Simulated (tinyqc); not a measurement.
Planar ballistic transistor, top-of-the-barrier model: transfer curve.

At the top of the source barrier, states moving towards the drain are filled by the source (Fermi level 0) and states moving back by the drain (Fermi level -q Vd); nothing scatters. U is the shift of the band edge there, set by the capacitances CG, CD and CS (the total) and by the charge. Parabolic two-dimensional band; the source is grounded.

N0 = gv m kB T/(pi hbar^2), CG = eps0 eox/tox, vT = sqrt(2 kB T/(pi m)), CS = CG/aG, n0 = n at U = 0 and Vd = 0. eta1 = -(E0 + U)/Vt, eta2 = eta1 - Vd/Vt, n = (N0/2)[F_0(eta1) + F_0(eta2)], F_0(x) = ln(1 + exp x). U = UL + q (n - n0)/CS with UL = -(aG Vg + aD Vd), energies in eV. I = q (N0/2) vT [F_(1/2)(eta1) - F_(1/2)(eta2)] per width, F_(1/2)(x) = (2/sqrt(pi)) int_0^infinity u^(1/2)/(1 + exp(u - x)) du. CQ = (q/Vt) dn/d(eta1).

Inputs (values chosen for the exercise); mass and valleys close to those of silicon (two valleys):
```
symbol,value,unit,meaning
T,77,K,temperature
m,0.195,m0,effective mass
gv,2,,valley degeneracy
eox,3.9,,relative permittivity of the gate insulator
tox,2.7,nm,insulator thickness
aG,0.77,,gate control CG/CS
aD,0.056,,drain control CD/CS
E0,0.21,eV,band edge at the barrier top above the source Fermi level at zero bias
Vd,0.7,V,drain voltage
```

Constants: q = 1.602176634e-19 C, kB = 1.380649e-23 J/K, hbar = 1.054571817e-34 J s, m0 = 9.1093837015e-31 kg, Vt = kB T/q, eps0 = 8.8541878128e-14 F/cm where lengths are in cm. Results are converted to the units shown.

Transfer curve:

| Vg (V) | eta1 | n (cm^-2) | I (uA/um) | mean velocity I/(q n) (cm/s) | CQ/CS |
|---|---|---|---|---|---|
| 0 | -25.741 | 3.5781 | 3.5386e-10 | 6.1726e6 | 5.2016e-11 |
| 0.11 | -12.976 | 1.2514e6 | 1.2376e-4 | 6.1726e6 | 1.8192e-5 |
| 0.22 | -1.6243 | 9.7217e10 | 9.8692 | 6.3362e6 | 1.2935 |
| 0.34 | 1.3425 | 8.5104e11 | 104.42 | 7.6583e6 | 6.2302 |
| 0.45 | 2.9440 | 1.6190e12 | 234.35 | 9.0349e6 | 7.4644 |
| 0.56 | 4.4200 | 2.3955e12 | 398.56 | 1.0385e7 | 7.7641 |
| 0.67 | 5.8693 | 3.1739e12 | 592.91 | 1.1660e7 | 7.8353 |
| 0.79 | 7.4434 | 4.0235e12 | 835.11 | 1.2955e7 | 7.8529 |
| 0.9 | 8.8850 | 4.8024e12 | 1081.8 | 1.4060e7 | 7.8564 |

The current rises from 3.54e-10 to 1080 uA/um. Between the first two rows the swing is 19.8 mV a decade, against Vt ln 10/aG = 19.8. CQ/CS goes from 5.2e-11 to 7.9, so a volt on the gate moves the band edge by 0.77 eV in the first row and 0.087 eV in the last: the gate charge is limited by the insulator. The mean velocity rises from 6.17e6 to 1.41e7 cm/s.

tinyqc, about 0.01 s, one thread, Intel Xeon 2.30GHz (shared host): `OMP_NUM_THREADS=1 python tinyqc.py 2400034 2400035 out.jsonl`
